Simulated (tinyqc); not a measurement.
UHF in the sto-3g basis, for H4+, spin multiplicity 2, step by step. This run ends on a higher stationary point, not on the lowest solution. One step of it, computed by the program tinyqc.

Task: Iteration 2: diagonalisation and new density. Diagonalise F' = X^T F X, C = X C', fill 2 alpha and 1 beta electrons from the bottom; D(s) = C_occ C_occ^T. Each column has its largest component positive (the first on a tie).

extrapolated F(alpha) (hartree), lower triangle:
```
           1H 1s      2H 1s      3H 1s      4H 1s
1H 1s  -0.465674
2H 1s  -0.094242  -0.465674
3H 1s  -0.162538  -0.050126  -0.465674
4H 1s  -0.050126  -0.162538  -0.094242  -0.465674
```

extrapolated F(beta) (hartree), lower triangle:
```
           1H 1s      2H 1s      3H 1s      4H 1s
1H 1s  -0.277940
2H 1s  -0.134925  -0.277940
3H 1s  -0.080743  -0.088910  -0.277940
4H 1s  -0.088910  -0.080743  -0.134925  -0.277940
```

X, lower triangle:
```
           1H 1s      2H 1s      3H 1s     4H 1s
1H 1s   1.035380
2H 1s  -0.130556   1.035380
3H 1s  -0.081886  -0.003069   1.035380
4H 1s  -0.003069  -0.081886  -0.130556  1.035380
```

Give: F' = X^T F X; orbital energies; coefficients C; F' = X^T F X; orbital energies; coefficients C; D(alpha) after iteration 2; D(beta) after iteration 2.

Result:

F' = X^T F X (alpha) (hartree), lower triangle:
```
         1        2        3        4
1  -0.4582
2   0.0284  -0.4582
3  -0.0874  -0.0022  -0.4582
4  -0.0022  -0.0874   0.0284  -0.4582
```

orbital energies (alpha) (hartree): MO1 -0.5718, MO2 -0.5193, MO3 -0.4013, MO4 -0.3402

coefficients C (alpha):
```
           MO1     MO2      MO3      MO4
1H 1s   0.5436  0.4099   0.6224   0.4949
2H 1s  -0.5436  0.4099  -0.6224   0.4949
3H 1s   0.5436  0.4099  -0.6224  -0.4949
4H 1s  -0.5436  0.4099   0.6224  -0.4949
```

F' = X^T F X (beta) (hartree), lower triangle:
```
         1        2        3        4
1  -0.2559
2  -0.0591  -0.2559
3  -0.0196  -0.0570  -0.2559
4  -0.0570  -0.0196  -0.0591  -0.2559
```

orbital energies (beta) (hartree): MO1 -0.3916, MO2 -0.2383, MO3 -0.2342, MO4 -0.1594

coefficients C (beta):
```
          MO1      MO2      MO3      MO4
1H 1s  0.4099   0.4949   0.6224   0.5436
2H 1s  0.4099   0.4949  -0.6224  -0.5436
3H 1s  0.4099  -0.4949  -0.6224   0.5436
4H 1s  0.4099  -0.4949   0.6224  -0.5436
```

D(alpha) after iteration 2, lower triangle:
```
         1H 1s    2H 1s    3H 1s   4H 1s
1H 1s   0.4635
2H 1s  -0.1274   0.4635
3H 1s   0.4635  -0.1274   0.4635
4H 1s  -0.1274   0.4635  -0.1274  0.4635
```

D(beta) after iteration 2, lower triangle:
```
        1H 1s   2H 1s   3H 1s   4H 1s
1H 1s  0.1680
2H 1s  0.1680  0.1680
3H 1s  0.1680  0.1680  0.1680
4H 1s  0.1680  0.1680  0.1680  0.1680
```
